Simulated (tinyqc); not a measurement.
Self-consistent Fermi level with native defects, at growth and after a quench. Changing the growth temperature T_g. Computed by tinyqc, a small Python program. Command: `OMP_NUM_THREADS=1 python tinyqc.py 3014964 3014965 out.jsonl scfermi sweep`. One thread of a shared host (Intel(R) Xeon(R) Processor @ 2.30GHz), about 0.07 s of CPU time with the checks.

Energies are counted from the top of the valence band (VBM); when the gap shrinks with temperature the conduction band moves and the levels stay. The added dopant is taken as fully ionised. D and A draw on one reservoir with opposite signs, as the two vacancies of a compound do.

Inputs (values chosen for the exercise, for a model semiconductor): gap E_g at 300 K = 1.29 eV; slope -dE_g/dT above 300 K = 0.00038 eV/K; electron mass m_e = 0.0682 m_0; valleys M_c = 1; hole mass m_h = 0.569 m_0; E_f of the neutral native donor D = 0.5647 eV; E_f of the neutral native acceptor A = 1.643 eV; shift s of the chemical potential = 0.073 eV; site density N_s = 2.1e+22 cm^-3; dopant density N_X = 4.3e+19 cm^-3; temperature of use T = 300 K.

Added shallow dopant: donor.

levels of D above the VBM, most positive state first (eV): [0.596]

levels of A above the VBM, (0/-1) first (eV): [0.2, 0.569]

Constants: m_0 = 9.1093837015e-31 kg; k_B = 1.380649e-23 J/K; h = 6.62607015e-34 J s; k_B = 8.617333262e-05 eV/K.

Method:
- E_f(D, 0) = input + s and E_f(A, 0) = input - s; E_f(q, E_F = 0) follows from the levels, eps(q/q-1) = E_f(q - 1) - E_f(q) at E_F = 0.
- E_g(T) = E_g - slope x max(0, T - 300 K).
- N_c = 2 M_c (2 pi m_e k_B T/h^2)^(3/2) and N_v = 2 (2 pi m_h k_B T/h^2)^(3/2), masses in units of m_0.
- At growth T = T_g.
- n = N_c F_1/2((E_F - E_g)/k_B T), p = N_v F_1/2(-E_F/k_B T).
- F_1/2(eta) = (2/sqrt(pi)) int_0^infinity sqrt(x)/(1 + exp(x - eta)) dx, by the trapezoid rule in t = sqrt(x) with step 0.02 up to t = 12 (for eta < -12 by exp(eta) - exp(2 eta)/2^(3/2)).
- In equilibrium c_q = N_s exp(-(E_f(q, 0) + q E_F)/k_B T).
- Net charge = p - n + sum q c_q + N_X; the log ratio is ln(positive charge/negative charge).
- E_F is the root of the log ratio, by 50 bisections between -0.5 eV and E_g + 0.5 eV.
- After a quench the totals of D and A stay as grown, and each is shared among its charge states with weights exp(-(E_f(q, 0) + q E_F)/k_B T).

One run for each value; columns: (1) growth temperature T_g (K); (2) total D (cm^-3); (3) total A (cm^-3); (4) E_F at growth (eV); (5) E_F after the quench (eV); (6) n after the quench (cm^-3); (7) p after the quench (cm^-3):
```
(1)          (2)         (3)     (4)     (5)         (6)         (7)
560   3.8306e+16  2.1490e+19  1.0034  1.2107  2.0434e+16  4.9440e-02
640   1.9997e+17  2.1481e+19  0.9796  1.2276  3.8729e+16  2.5711e-02
720   7.2415e+17  2.1473e+19  0.9558  1.2362  5.3444e+16  1.8417e-02
800   2.0333e+18  2.1480e+19  0.9320  1.2279  3.9217e+16  2.5381e-02
880   4.7547e+18  2.1532e+19  0.9081  0.7321  1.8953e+08  5.4171e+06
960   9.7178e+18  2.1694e+19  0.8842  0.6939  4.3197e+07  2.3768e+07
1000  1.3353e+19  2.1855e+19  0.8723  0.6830  2.8356e+07  3.6208e+07
1100  2.7002e+19  2.2705e+19  0.8432  0.6636  1.3409e+07  7.6566e+07
```

Over the rows, total D (cm^-3) rises from 3.83e16 to 2.70e19 (exponent d ln y / d ln x 12 between the first rows and 7.4 between the last); total A (cm^-3) goes from 2.15e19 through a minimum among these rows, 2.15e19 at 720, to 2.27e19; E_F at growth (eV) falls from 1.00 to 0.843 (exponent d ln y / d ln x -0.18 between the first rows and -0.36 between the last). Lines through ln c against 1/(k_B T_g) give apparent energies of 0.64 eV for D and 0.00 eV for A; they include the movement of E_F with T_g.

Caution (all rows): above about 2e19 cm^-3 defects interact, pair and form bands, which the dilute model leaves out.

Extremes, crossings and ranges named in words are read from the listed rows.
